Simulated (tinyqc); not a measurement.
# Implanted layer, carriers, mobility and sheet resistance: what changes with what

An n-type layer from the surface x = 0 to the junction xj, N(x) = N0 exp(-(x - Rp)^2/(2 sg^2)). Local neutrality (no depletion at surface or junction, no spilling of carriers), intrinsic carriers neglected, full ionisation of active dopants.

Inputs (values chosen for the exercise); values close to those of phosphorus in germanium over a p-type background:
```
symbol    value        unit                                 meaning
T           300           K                             temperature
Nb       4.7e15       cm^-3  background doping of the opposite type
N0       4.3e18       cm^-3             peak chemical concentration
m1          149  cm^2/(V s)           mobility limit at high doping
m2         3780  cm^2/(V s)  mobility limit at low doping, at 300 K
Nr      2.57e17       cm^-3    reference doping of the mobility law
am        0.541                        exponent of the mobility law
bt          2.3                          temperature exponent of m2
Ns      4.92e19       cm^-3       solubility limit of active dopant
sg          8.6          nm                straggle after annealing
Rp           13          nm                         projected range
```

Constants: q = 1.602176634e-19 C. Results are converted to the units shown.

Each table varies one quantity; the others keep the values above.

## Effect of the peak chemical concentration

xj = Rp + sg sqrt(2 ln(N0/Nb)). Active dopant A = min(N, Ns); n = A - Nb; mobility mu = m1 + (m2 (T/300 K)^(-bt) - m1)/(1 + ((A + Nb)/Nr)^am). Dose = integral of N, carrier sheet density = integral of n, 1/Rs = q integral of n mu, mean mobility 1/(q Rs sheet density), Hall mobility (unit Hall factor) = integral of n mu^2 over integral of n mu, Hall sheet density = (integral of n mu)^2/integral of n mu^2; all from 0 to xj. Integrals on 4000 steps.

Effect of the peak chemical concentration:
columns A: N0 (cm^-3); B: xj (nm); C: dose (cm^-2); D: carriers (cm^-2); E: Rs (ohm/square); F: mean mobility (cm^2/(V s)); G: Rs xj (ohm nm); H: Hall/true sheet density
```
A           B         C         D        E      F        G       H
6.7e16  32.83  1.335e11  1.180e11  1.970e4   2684  6.465e5  0.9977
1.8e17  36.22  3.613e11  3.443e11     7935   2284  2.874e5  0.9934
4.9e17  39.22  9.861e11  9.677e11     3537   1824  1.387e5  0.9847
1.3e18  41.84  2.618e12  2.599e12     1736   1383  7.264e4  0.9712
3.7e18  44.41  7.454e12  7.433e12    855.4  981.6  3.798e4  0.9529
9.9e18  46.65  1.995e13  1.992e13    450.5  695.3  2.102e4  0.9361
2.7e19  48.78  5.440e13  5.438e13    233.6  491.4  1.139e4  0.9255
7.4e19  50.81  1.491e14  1.244e14    131.6  381.1     6686  0.9326
2e20    52.71  4.030e14  1.551e14    109.8  366.5     5788  0.9464
```

What does the table show?

As N0 goes from 6.7e16 to 2e20, xj rises from 32.8 to 52.7 nm, Rs falls from 19700 to 110 ohm/square, the mean mobility falls from 2680 to 367 cm^2/(V s) and the share of the dose that conducts goes from 88.4 through a maximum of 100 (at N0 = 2.7e19 among the rows listed) to 38.5 %. Rs goes as dose^(-0.91) at the low end and dose^(-0.18) at the high end; constant mobility and activation would give -1. Above N0 = Ns = 4.92e19 cm^-3 added dopant only widens the clipped top. For N0 = 6.7e16, 1.8e17, 4.9e17 depletion at the junction, left out, would remove a tenth of the carriers or more.

## Effect of the projected range

Same model as above.

Integrals on 4000 steps.

Effect of the projected range:
columns A: Rp (nm); B: xj (nm); C: dose (cm^-2); D: carriers (cm^-2); E: Rs (ohm/square); F: mean mobility (cm^2/(V s)); G: Rs xj (ohm nm); H: Hall/true sheet density
```
A        B         C         D      E      F        G       H
3.2  34.96  5.979e12  5.962e12   1121  933.9  3.919e4  0.9338
4.2  35.96  6.370e12  6.354e12   1059  927.2  3.810e4  0.9361
5.5  37.26  6.847e12  6.829e12  991.8  921.5  3.695e4  0.9391
7.2  38.96  7.403e12  7.385e12  920.3  918.4  3.585e4  0.9430
9.4  41.16  7.997e12  7.977e12  850.2  920.2  3.500e4  0.9471
12   43.76  8.513e12  8.493e12  791.9  928.0  3.465e4  0.9498
16   47.76  8.977e12  8.955e12  737.7  944.8  3.523e4  0.9482
21   52.76  9.201e12  9.176e12  707.0  962.1  3.730e4  0.9389
```

As Rp goes from 3.2 to 21, xj rises from 35.0 to 52.8 nm, Rs falls from 1120 to 707 ohm/square, the mean mobility goes from 934 through a minimum of 918 (at Rp = 7.2 among the rows listed) to 962 cm^2/(V s) and the share of the dose that conducts stays near 99.7 %.

Computed by the program tinyqc: `OMP_NUM_THREADS=1 python tinyqc.py 2110145 2110146 out.jsonl`, one thread of a shared Intel Xeon 2.30GHz, about 0.01 s for the whole run.
